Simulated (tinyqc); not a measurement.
Single-band model of a thermoelectric material: one step, computed by the program tinyqc. Command: `OMP_NUM_THREADS=1 python tinyqc.py 3023697 3023698 out.jsonl thermo walk`. One thread of a shared host (Intel(R) Xeon(R) Processor @ 2.30GHz), about 0.02 s of CPU time with the checks.

One spherical band, one scattering law, no minority carriers and no phonon drag. In a real material minority carriers limit |S| to about E_g/(2 e T), so larger values are formal. eta = E_F/(k_B T) is counted from the band edge; f = 1/(1 + exp(x - eta)).

Task: Coefficients. sigma = e mu_0 N_0 <s> with mu_0 = e tau_0/m = mu_300 (T/300 K)^(-p); |S| = (k_B/e)(<x s>/<s> - eta); Lorenz number L = (k_B/e)^2 (<x^2 s>/<s> - (<x s>/<s>)^2); kappa_e = L sigma T; zT = S^2 sigma T/(kappa_L + kappa_e). Hall factor r_H = <G^(3/2)> <G^(3/2 + 2r)/D^4>/<s>^2; drift mobility sigma/(n e) with n = N_0 <G^(3/2)>; power factor S^2 sigma.

Inputs (values chosen for the exercise, for a model material):
```
quantity                              value        unit
mobility parameter mu_300               780  cm^2/(V s)
temperature exponent p                  0.5           -
lattice thermal conductivity kappa_L      1     W/(m K)
temperature T                           700           K
```

Band: parabolic. Scattering: polar optical (high temperature), r = 0.5.

N_0 = 8.410291e+18 1/cm^3

<s> = 0.2353303

<x s> = 0.7162645

reduced Fermi level eta = -2.110731

<x^2 s> = 2.886077

<G^(3/2)> = 0.1545725

<G^(3/2 + 2r)/D^4> = 0.3943573

Constants: e = 1.602176634e-19 C; k_B = 8.617333262e-05 eV/K.

Give: conductivity sigma; Seebeck coefficient |S|; Lorenz number L; drift mobility; Hall factor r_H; power factor; kappa_e; zT.

Result:

conductivity sigma = 161.92 S/cm

Seebeck coefficient |S| = 444.17 microvolt/K

Lorenz number L = 2.2278 1e-8 V^2/K^2

drift mobility = 777.41 cm^2/(V s)

Hall factor r_H = 1.1007

power factor = 31.945 microwatt/(cm K^2)

kappa_e = 0.25251 W/(m K)

zT = 1.7853

L is 91 % of the degenerate value pi^2/3 (k_B/e)^2 = 2.443; the classical limit for this r is (r + 5/2)(k_B/e)^2 = 2.228. The charge carriers transport 20 % of the heat.
